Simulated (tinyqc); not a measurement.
On-chip power grid, static voltage drop by conjugate gradients: one step of the calculation.

A grid of 3 rows and 3 columns, node k = 3 row + column. Neighbours in a row are joined by Rx, in a column by Ry; pad nodes, which reach the supply through Rp: 0, 8. Each node draws I0, node 1 draws kh I0. The drops u = Vdd - V solve G u = i, with G the conductance matrix (1/Rp added on the diagonal at pad nodes).

Task. Conjugate-gradient step. q = G p; with z = r/G_kk: a = (r.z)/(p.q); u(new) = u + a p; r(new) = r - a q; b = (r.z)(new)/(r.z); p(new) = z(new) + b p.

Inputs (values chosen for the exercise): resistance of a horizontal segment Rx = 0.34 ohm; resistance of a vertical segment Ry = 0.91 ohm; resistance from a pad node to the supply Rp = 0.19 ohm.

u at the start (mV):
```
       col 0  col 1  col 2
row 0      0      0      0
row 1      0      0      0
row 2      0      0      0
```

r at the start (mA):
```
       col 0  col 1  col 2
row 0    3.2    3.2    3.2
row 1    3.2    3.2    3.2
row 2    3.2    3.2    3.2
```

p at the start (mV):
```
            col 0       col 1       col 2
row 0  0.34396636  0.45837037  0.79206400
row 1  0.62269182  0.39603200  0.62269182
row 2  0.79206400  0.45837037  0.34396636
```

Give: q; a; u after iteration 1; r after iteration 1; b; p after iteration 1.

Result.

q (mA):
```
       col 0   col 1  col 2
row 0  1.168  -0.576  1.168
row 1  0.787  -1.470  0.787
row 2  1.168  -0.576  1.168
```

a = 6.129

u after iteration 1 (mV):
```
       col 0  col 1  col 2
row 0  2.108  2.809  4.854
row 1  3.816  2.427  3.816
row 2  4.854  2.809  2.108
```

r after iteration 1 (mA):
```
       col 0  col 1  col 2
row 0  -3.96   6.73  -3.96
row 1  -1.62  12.21  -1.62
row 2  -3.96   6.73  -3.96
```

b = 2.819

p after iteration 1 (mV):
```
       col 0  col 1  col 2
row 0  0.545  2.257  1.254
row 1  1.440  2.628  1.440
row 2  1.254  2.257  0.545
```

Computed by the program tinyqc: `OMP_NUM_THREADS=1 python tinyqc.py 2770223 2770224 out.jsonl`, one thread of a shared Intel Xeon 2.30GHz, about 0.1 s for the whole run.
